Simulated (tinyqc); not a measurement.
Configuration-coordinate model of a defect: Huang-Rhys factor and luminescence line shape. Changing the displacement dQ. Computed by tinyqc, a small Python program. Command: `OMP_NUM_THREADS=1 python tinyqc.py 3012485 3012486 out.jsonl ccline sweep`. One thread of a shared host (Intel(R) Xeon(R) Processor @ 2.30GHz), about 0.04 s of CPU time with the checks.

Ground state E_g(Q) = (1/2) omega_g^2 Q^2; excited state E_e(Q) = E_0 + (1/2) omega_e^2 (Q - dQ)^2 with omega_e = omega_g and E_0 = E_ZPL. Q is mass-weighted; the dipole does not depend on Q (Condon approximation).

Inputs (values chosen for the exercise, for a model defect):
```
quantity                          value        unit
zero-phonon energy E_ZPL           0.99          eV
ground-state phonon hbar omega_g   16.3         meV
temperature T                        77           K
refractive index n_r               2.32           -
transition dipole mu                1.8  e angstrom
quenching prefactor nu_0          5e+12         1/s
```

Modes: equal frequencies in both states.

Constants: hbar^2/u = 4.18015928e-03 eV angstrom^2; k_B = 8.617333262e-05 eV/K; hbar = 6.582119569e-16 eV s; e = 1.602176634e-19 C; eps_0 = 8.8541878128e-12 F/m; hbar = 1.054571817e-34 J s; c = 299792458 m/s.

Method:
- S = hbar omega dQ^2/(2 hbar^2/u) for each state; relaxation energy S hbar omega; absorption at E_0 + S_e hbar omega_e, emission at E_0 - S_g hbar omega_g; the Stokes shift is their difference.
- Overlaps <m_e|n_g> of harmonic-oscillator functions (Hermite recursion, positive leading coefficients) by a sum over an even grid (700 points from x = -9 to 9 + d for the small table, 1500 points from -16 to 16 + d for the thermal sums), with x = Q sqrt(omega_g/hbar), d = sqrt(2 S_g) and frequency ratio omega_e/omega_g.
- Initial levels m = 0..24 carry Boltzmann weights exp(-m hbar omega_e/k_B T), normalised; final levels n = 0..79; a line lies at E_ZPL + m hbar omega_e - n hbar omega_g with weight w_m <m|n>^2. Moments are taken over these weights without the E^3 factor; FWHM = 2 sqrt(2 ln 2) x standard deviation; the zero-phonon weight is the sum of w_m <m|m>^2.
- The curves cross at the root Q_c nearest dQ; the barrier is (1/2) omega_e^2 (Q_c - dQ)^2, with (1/2) omega^2 = (hbar omega)^2/(2 hbar^2/u). k_r = n_r omega^3 mu^2/(3 pi eps_0 hbar c^3) at the vertical emission energy, without local-field correction; k_nr = nu_0 exp(-barrier/k_B T) (Mott-Seitz); yield = k_r/(k_r + k_nr); T_1/2 = barrier/(k_B ln(nu_0/k_r)).

One run for each value; columns: (1) displacement dQ (u^(1/2) angstrom); (2) S_g; (3) zero-phonon weight; (4) FWHM from the second moment (eV); (5) vertical emission energy (eV); (6) classical barrier (eV); (7) quenching temperature T_1/2 (K):
```
(1)     (2)     (3)     (4)     (5)    (6)    (7)
0.41  0.328  0.6851  0.0239  0.9847  45.37  43442
0.50  0.487  0.5743  0.0292  0.9821  30.35  29037
0.61  0.725  0.4456  0.0356  0.9782  20.23  19336
0.74  1.068  0.3153  0.0432  0.9726  13.59  12971
0.91  1.615  0.1890  0.0531  0.9637   8.82   8402
1.10  2.359  0.1006  0.0642  0.9515   5.89   5589
1.30  3.295  0.0492  0.0759  0.9363   4.08   3859
1.60  4.991  0.0153  0.0934  0.9086   2.54   2382
2.00  7.799  0.0026  0.1168  0.8629   1.46   1358
```

What does the table show, and why?

Over the rows, S_g rises from 0.328 to 7.80 (exponent d ln y / d ln x about 2.0 throughout); zero-phonon weight falls from 0.685 to 0.00258 (exponent d ln y / d ln x -0.89 between the first rows and -8.0 between the last); FWHM from the second moment (eV) rises from 0.0239 to 0.117 (exponent d ln y / d ln x about 1.0 throughout). The exponent of S_g stays at 2: S goes as dQ^2. The exponent of FWHM from the second moment stays at 1: the width goes as sqrt(S). A larger displacement widens and lowers the band and brings the crossing down, so strongly coupled centres quench first.

Caution (rows 0.410, 0.500, 0.610, 0.740, 0.910, 1.10): for small S the spectrum is a set of resolved lines, and a Gaussian width has little meaning. Caution (all rows): the curves cross far outside the range of the harmonic model, so the barrier and T_1/2 have no quantitative meaning.

Extremes, crossings and ranges named in words are read from the listed rows.
